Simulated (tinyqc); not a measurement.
Inside a calculation. Model: planar ballistic transistor, top-of-the-barrier model.

Program tinyqc, `OMP_NUM_THREADS=1 python tinyqc.py 2400033 2400034 out.jsonl`; Intel Xeon 2.30GHz, shared host, one thread, about 0.01 s. Printed values are rounded.

At the top of the source barrier, states moving towards the drain are filled by the source (Fermi level 0) and states moving back by the drain (Fermi level -q Vd); nothing scatters. U is the shift of the band edge there, set by the capacitances CG, CD and CS (the total) and by the charge. Parabolic two-dimensional band; the source is grounded.

Parameters, values chosen for the exercise; mass and valleys close to those of silicon (two valleys): temperature T = 350 K; effective mass m = 0.184 m0; valley degeneracy gv = 2; relative permittivity of the gate insulator eox = 16; insulator thickness tox = 2.4 nm; gate control CG/CS aG = 0.88; drain control CD/CS aD = 0.067; band edge at the barrier top above the source Fermi level at zero bias E0 = 0.3 eV; gate voltage Vg = 0.5 V; drain voltage Vd = 0.5 V.

Constants: q = 1.602176634e-19 C, kB = 1.380649e-23 J/K, hbar = 1.054571817e-34 J s, m0 = 9.1093837015e-31 kg, Vt = kB T/q, eps0 = 8.8541878128e-14 F/cm where lengths are in cm. Results are converted to the units shown.

## Density of states, capacitances and charge at zero bias

N0 = gv m kB T/(pi hbar^2), CG = eps0 eox/tox, vT = sqrt(2 kB T/(pi m)), CS = CG/aG, n0 = n at U = 0 and Vd = 0. eta1 = -(E0 + U)/Vt, eta2 = eta1 - Vd/Vt, n = (N0/2)[F_0(eta1) + F_0(eta2)], F_0(x) = ln(1 + exp x). UL = -(aG Vg + aD Vd).

N0 = 4.636454e12 cm^-2
CG = 5.902792 uF/cm^2
CS = 6.707718 uF/cm^2
n0 = 2.220065e8 cm^-2
UL = -0.4735 eV

## Iteration 1: self-consistent potential at the barrier top

U at the start (U = UL) = -0.4735 eV

eta1 = -(E0 + U)/Vt, eta2 = eta1 - Vd/Vt, n = (N0/2)[F_0(eta1) + F_0(eta2)], F_0(x) = ln(1 + exp x). U(out) = UL + q (n - n0)/CS. U(new) = U + 0.5 (U(out) - U).

eta1 = 5.752525
eta2 = -10.82536
n = 1.334305e13 cm^-2
U(out) = -0.1547989 eV
U after iteration 1 = -0.3141494 eV

## Iteration 2: self-consistent potential at the barrier top

As before.

eta1 = 0.4691354
eta2 = -16.10875
n = 2.213854e12 cm^-2
U(out) = -0.4206261 eV
U after iteration 2 = -0.3673878 eV

## Course of the iteration: self-consistent potential at the barrier top

Stop when U changes by less than 1e-9 eV, or after 90 iterations.

Course of the iteration:
```
iteration	U (eV)	|change| (eV)
1	-0.3141494	0.159
2	-0.3673878	0.0532
3	-0.3557716	0.0116
4	-0.3593964	3.62e-3
5	-0.3583110	1.09e-3
6	-0.3586407	3.30e-4
7	-0.3585410	9.97e-5
8	-0.3585712	3.02e-5
9	-0.3585620	9.14e-6
10	-0.3585648	2.77e-6
11	-0.3585639	8.38e-7
12	-0.3585642	2.54e-7
13	-0.3585641	7.69e-8
14	-0.3585641	2.33e-8
15	-0.3585641	7.05e-9
16	-0.3585641	2.13e-9
17	-0.3585641	6.46e-10
```

Converged in 17 iterations. At the end each change is about 0.30 times the one before, with alternating sign: linear convergence.

## Current, mean velocity and share of the gate voltage

converged U = -0.3585641 eV

N0 = gv m kB T/(pi hbar^2), CG = eps0 eox/tox, vT = sqrt(2 kB T/(pi m)), CS = CG/aG, n0 = n at U = 0 and Vd = 0. eta1 = -(E0 + U)/Vt, eta2 = eta1 - Vd/Vt, n = (N0/2)[F_0(eta1) + F_0(eta2)], F_0(x) = ln(1 + exp x). I = q (N0/2) vT [F_(1/2)(eta1) - F_(1/2)(eta2)] per width, F_(1/2)(x) = (2/sqrt(pi)) int_0^infinity u^(1/2)/(1 + exp(u - x)) du. Mean velocity I/(q n). CQ = (q/Vt) dn/d(eta1); the band edge follows the gate as -dU/dVg = aG/(1 + CQ/CS).

eta1 = 1.941739
n = 4.812159e12 cm^-2
I = 1378.288 uA/um
mean velocity = 1.787679e7 cm/s
CQ = 10.76978 uF/cm^2
-dU/dVg = 0.3377367 eV/V

The carriers from the source are near degeneracy (eta1 = 1.94), and the mean velocity is 1.32 times vT = sqrt(2 kB T/(pi m)) = 1.35e7 cm/s.
